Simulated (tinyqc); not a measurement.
Nanowire ballistic transistor, top-of-the-barrier model: one step of the calculation.

At the top of the source barrier, states moving towards the drain are filled by the source (Fermi level 0) and states moving back by the drain (Fermi level -q Vd); nothing scatters. U is the shift of the band edge there, set by the capacitances CG, CD and CS (the total) and by the charge. Parabolic one-dimensional subband; the source is grounded.

Question. Density of states, capacitances and charge at zero bias. N0 = gv sqrt(2 m kB T/pi)/hbar, CG = 2 pi eps0 eox/ln(1 + 2 tox/d), CS = CG/aG, n0 = n at U = 0 and Vd = 0. eta1 = -(E0 + U)/Vt, eta2 = eta1 - Vd/Vt, n = (N0/2)[F_(-1/2)(eta1) + F_(-1/2)(eta2)], F_(-1/2)(x) = (1/sqrt(pi)) int_0^infinity u^(-1/2)/(1 + exp(u - x)) du. UL = -(aG Vg + aD Vd).

Parameters, values chosen for the exercise; mass and valleys made up:
- T = 150 K (temperature)
- m = 0.05 m0 (effective mass)
- gv = 4 (valley degeneracy)
- eox = 16 (relative permittivity of the gate insulator)
- tox = 2.5 nm (insulator thickness)
- d = 2 nm (wire diameter)
- aG = 0.93 (gate control CG/CS)
- aD = 0.047 (drain control CD/CS)
- E0 = 0.17 eV (band edge at the barrier top above the source Fermi level at zero bias)
- Vg = 0.8 V (gate voltage)
- Vd = 0.1 V (drain voltage)

Constants: q = 1.602176634e-19 C, kB = 1.380649e-23 J/K, hbar = 1.054571817e-34 J s, m0 = 9.1093837015e-31 kg, Vt = kB T/q, eps0 = 8.8541878128e-14 F/cm where lengths are in cm. Results are converted to the units shown.

Find: N0; CG; CS; n0; UL.

Answer.

N0 = 2.939e6 cm^-1
CG = 7.105 pF/cm
CS = 7.640 pF/cm
n0 = 5.708 cm^-1
UL = -0.7487 eV

Computed by the program tinyqc: `OMP_NUM_THREADS=1 python tinyqc.py 2400148 2400149 out.jsonl`, one thread of a shared Intel Xeon 2.30GHz, about 0.06 s for the whole run.
